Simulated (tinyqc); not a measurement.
Exchange-split free-electron bands and tunnelling magnetoresistance: sweeps and comparisons. A value that a table varies takes the place of the one given here.

Majority and minority bands E = c k^2/m -/+ Dx/2, c = hbar^2/2m0, so k_up = sqrt(m (EF + Dx/2)/c), k_dn = sqrt(m (EF - Dx/2)/c); n_s = k_s^3/(6 pi^2), D_s = m k_s/(4 pi^2 c).

Barrier: kappa = sqrt(mb phi/c), c = hbar^2/2m0. With a = k1/m, b = k2/m, w = kappa/mb, the transmission at normal incidence is T(k1, k2) = 4 a b w^2/[w^2 (a + b)^2 + (w^2 + a^2)(w^2 + b^2) sinh^2(kappa d)]. Parallel: G_P = T(up, up) + T(dn, dn); antiparallel: G_AP = 2 T(up, dn); TMR = (G_P - G_AP)/G_AP. Julliere: TMR = 2 P^2/(1 - P^2). Slonczewski factor: P_eff = P_k (w^2 - a_up a_dn)/(w^2 + a_up a_dn), P_k = (k_up - k_dn)/(k_up + k_dn).

Constants: hbar^2/2m0 = 3.80998211 eV angstrom^2.

Values chosen for the exercise: EF = 3.22 eV (Fermi energy above the mean band bottom); Dx = 3.34 eV (exchange splitting); m = 1.1 m0 (mass in the electrodes); mb = 0.91 m0 (mass in the barrier); d = 9.5 angstrom (barrier thickness); phi = 2.3 eV (barrier height above EF).

## Barrier height

Results:

| phi (eV) | w (1/angstrom) | P_eff | TMR (%) | G_P |
|---|---|---|---|---|
| 0.20 | 0.240 | -0.2344 | 11.12 | 0.0409 |
| 0.40 | 0.340 | -0.1961 | 7.91 | 0.0118 |
| 0.70 | 0.449 | -0.1481 | 4.48 | 0.00239 |
| 1.0 | 0.537 | -0.1090 | 2.40 | 0.000601 |
| 1.5 | 0.658 | -0.0575 | 0.66 | 8.21e-05 |
| 2.0 | 0.760 | -0.0181 | 0.07 | 1.46e-05 |
| 3.0 | 0.930 | 0.0383 | 0.29 | 7.53e-07 |
| 4.0 | 1.074 | 0.0767 | 1.18 | 5.97e-08 |
| 6.0 | 1.316 | 0.1257 | 3.21 | 8.17e-10 |
| 10 | 1.698 | 0.1759 | 6.38 | 8.65e-13 |

What can be read from the table?

P_eff vanishes where w^2 = a_up a_dn, at phi = 2.28 eV, inside the table; the lowest TMR listed is 0.07 % at 2 eV. TMR is 11.1 % at the lowest barrier and 6.4 % at the highest, against 17.0 % for Julliere with P_k; P_eff tends to +P_k for very high barriers and to -P_k for very low ones. G_P falls by 10.7 decades.

## Barrier thickness

Results:

| d (angstrom) | kappa d | G_P | G_AP | TMR (%) |
|---|---|---|---|---|
| 1 | 0.741 | 1.17 | 1.11 | 4.95 |
| 2 | 1.482 | 0.349 | 0.344 | 1.48 |
| 3 | 2.224 | 0.0847 | 0.0844 | 0.36 |
| 4 | 2.965 | 0.0195 | 0.0195 | 0.08 |
| 6 | 4.447 | 0.00101 | 0.00101 | 0.00 |
| 8 | 5.929 | 5.22e-05 | 5.22e-05 | 0.00 |
| 10 | 7.412 | 2.69e-06 | 2.69e-06 | 0.00 |
| 13 | 9.635 | 3.15e-08 | 3.15e-08 | 0.00 |
| 16 | 11.859 | 3.69e-10 | 3.69e-10 | 0.00 |
| 20 | 14.824 | 9.82e-13 | 9.82e-13 | 0.00 |

What does this show, and why?

For thick barriers each angstrom costs a factor exp(2 kappa) = 4.40 in both conductances, and TMR settles at 0.00 % (the interface factor, which vanishes at (kappa/mb)^2 = k_up k_dn/m^2, reduces it below the value from the polarisation of k alone); it is within 0.1 point of that from d = 4 angstrom on. At 1 angstrom it is 4.95 %, where the barrier is thin and the mismatch of k_up and k_dn starts to rule, as it does fully for d -> 0.

## Exchange splitting

Dx takes the listed multiples of 2 EF.

Results:

| Dx/(2 EF) | k_up | k_dn | P_k | P_eff | TMR (%) |
|---|---|---|---|---|---|
| 0.10 | 1.0113 | 0.9147 | 0.0501 | -0.0035 | 0.00 |
| 0.20 | 1.0562 | 0.8624 | 0.1010 | -0.0064 | 0.01 |
| 0.35 | 1.1203 | 0.7774 | 0.1807 | -0.0074 | 0.01 |
| 0.50 | 1.1809 | 0.6818 | 0.2679 | -0.0004 | 0.00 |
| 0.65 | 1.2385 | 0.5704 | 0.3693 | 0.0235 | 0.11 |
| 0.80 | 1.2936 | 0.4312 | 0.5000 | 0.0900 | 1.63 |
| 0.90 | 1.3290 | 0.3049 | 0.6268 | 0.2062 | 8.89 |
| 0.97 | 1.3533 | 0.1670 | 0.7803 | 0.4374 | 47.33 |

What can be read from the table?

P_k rises from 0.050 to 0.780, and TMR goes from 0.00 % to 47.3 %, not steadily: its largest value is 47.33 % at 0.97 and its smallest 0.00 % at 0.5; P_eff changes sign along the table. At Dx = 2 EF the minority band is empty (a half metal) and G_AP vanishes.

## What moves the magnetoresistance

All results formed anew. Each row changes one parameter from the base and keeps the others.

Results:

| case | P_k | P_eff | TMR (%) | G_P |
|---|---|---|---|---|
| base | 0.2796 | 0.0014 | 0.00 | 5.65e-06 |
| Dx = 3.507 eV | 0.2962 | 0.0043 | 0.00 | 5.59e-06 |
| EF = 3.542 eV | 0.2505 | -0.0146 | 0.04 | 5.73e-06 |
| phi = 2.99 eV | 0.2796 | 0.0378 | 0.29 | 7.73e-07 |
| mb = 0.728 m0 | 0.2796 | 0.0324 | 0.21 | 2.47e-05 |
| d = 11.5 angstrom | 0.2796 | 0.0014 | 0.00 | 2.91e-07 |
| m = 1.32 m0 | 0.2796 | 0.0268 | 0.14 | 5.61e-06 |

How do the results move?

The largest shifts from the base row, up to three for each result and ties (the steps differ in size, so this ranks the rows, not the parameters). P_k: EF -0.0290, Dx +0.0166; unchanged at the printed digits by phi, mb, d and m. P_eff: phi +0.0364, mb +0.0310, m +0.0254; unchanged at the printed digits by d. TMR (%): phi +0.29, mb +0.21, m +0.14; unchanged at the printed digits by Dx and d. G_P: mb +1.91e-05, d -5.36e-06, phi -4.87e-06.

Run: tinyqc, `OMP_NUM_THREADS=1 python tinyqc.py 1651496 1651497 out.jsonl`; Intel(R) Xeon(R) Processor @ 2.30GHz, one thread, shared host; about 0.01 s of CPU time with all checks.
